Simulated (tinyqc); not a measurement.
## Doping from the body effect

Inverse problem. The threshold of a long MOSFET, counted against the source, shifts by gamma (sqrt(2 phiF + Vsb) - sqrt(2 phiF)) with gamma = sqrt(2 eps0 eps_r q N)/Cox. Find 2 phiF, gamma and N from two shifts.

Values chosen for this exercise: relative permittivity eps_r = 11.8.

Constants: q = 1.602176634e-19 C, eps0 = 8.8541878128e-14 F/cm where lengths are in cm. Results are converted to the units shown.

|VT - VT(0)| at source-body biases 0.6 and 3.3 V (V): [0.17841834, 0.69619874]
Cox = 0.15789968 uF/cm^2

Answer. The ratio of the shifts depends on 2 phiF alone and rises steadily with it, so it fixes 2 phiF; either shift then gives gamma, and gamma gives N.

2 phiF = 0.7842 V
gamma = 0.6132 V^0.5
N = 2.800e16 cm^-3

Numbers from tinyqc (`OMP_NUM_THREADS=1 python tinyqc.py 2060067 2060068 out.jsonl`; about 0.01 s on one thread of a shared Intel Xeon 2.30GHz).
